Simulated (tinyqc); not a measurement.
Rectangular fin or nanosheet with a gate all round, subbands and threshold shift from confinement: one step of the calculation.

Undoped body with a flat potential across it, hard walls, transport along x. Three valley pairs (g = 2 each) with the longitudinal mass along x, y or z. Non-parabolicity enters the subband edges through E (1 + al E) = gamma, so E = 2 gamma/(1 + sqrt(1 + 4 al gamma)); motion within a subband is taken as parabolic with the band-edge mass. Energies are counted from the bulk band edge.

Task. Threshold shift. Each subband has N_k = g sqrt(2 mx m0 kB T/(pi hbar^2)); without degeneracy n = exp(EF/Vt) sum N_k exp(-E_k/Vt). Classical value Nc times t H, Nc = sum over valleys of 2 g (m m0 kB T/(2 pi hbar^2))^1.5 with m = (mx my mz)^(1/3). Threshold shift dVT = Vt ln(classical value/sum N_k exp(-E_k/Vt)). Use the subbands listed.

Parameters, values chosen for the exercise; masses close to those of silicon: temperature T = 400 K; longitudinal mass ml = 0.917 m0; transverse mass mt = 0.194 m0; width (along y) t = 2.1 nm; height (along z) H = 12.6 nm.

Constants: q = 1.602176634e-19 C, kB = 1.380649e-23 J/K, hbar = 1.054571817e-34 J s, m0 = 9.1093837015e-31 kg, Vt = kB T/q. Results are converted to the units shown.

```
subband,E_k (eV),N_k (cm^-1)
"y1,1",0.10017671,4.7272753e6
"y1,2",0.13297959,4.7272753e6
"y1,3",0.18563598,4.7272753e6
"y1,4",0.25565066,4.7272753e6
"y2,1",0.32977486,4.7272753e6
"y1,5",0.34030611,4.7272753e6
```

Give: shares; sum N_k exp(-E_k/Vt); Nc; classical value; dVT.

Result.

```
subband,shares (%)
"y1,1",67.43
"y1,2",26.03
"y1,3",5.65
"y1,4",0.74
"y2,1",0.09
"y1,5",0.06
```

sum N_k exp(-E_k/Vt) = 3.834e5 cm^-1
Nc = 4.306e19 cm^-3
classical value = 1.139e7 cm^-1
dVT = 116.9 mV

Computed by the program tinyqc: `OMP_NUM_THREADS=1 python tinyqc.py 2350001 2350002 out.jsonl`, one thread of a shared Intel Xeon 2.30GHz, about 0.1 s for the whole run.
